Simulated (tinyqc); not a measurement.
## Gap voltage and exponent from three temperatures

Question. At constant current VBE(T) = Vg0 - a T - eta (kB T/q) ln T, where a is a constant. Find Vg0, eta and dVBE/dT at the middle temperature.

Constants: q = 1.602176634e-19 C, kB = 1.380649e-23 J/K. Results are converted to the units shown.

T (K): [233, 273, 390]
VBE at a constant current (V): [0.8172417832, 0.7380013859, 0.4971033610]

Answer. The relation is linear in Vg0, a and eta, so three points give a linear system; the slope is (VBE - Vg0 - eta kB T/q)/T. eta rests on the curvature of VBE(T) alone, so real fits need accuracy of some tens of microvolts or better.

Vg0 = 1.205 V
eta = 3.400
dVBE/dT = -2.004 mV/K

Program tinyqc, `OMP_NUM_THREADS=1 python tinyqc.py 2062158 2062159 out.jsonl`; Intel Xeon 2.30GHz, shared host, one thread, about 0.02 s.
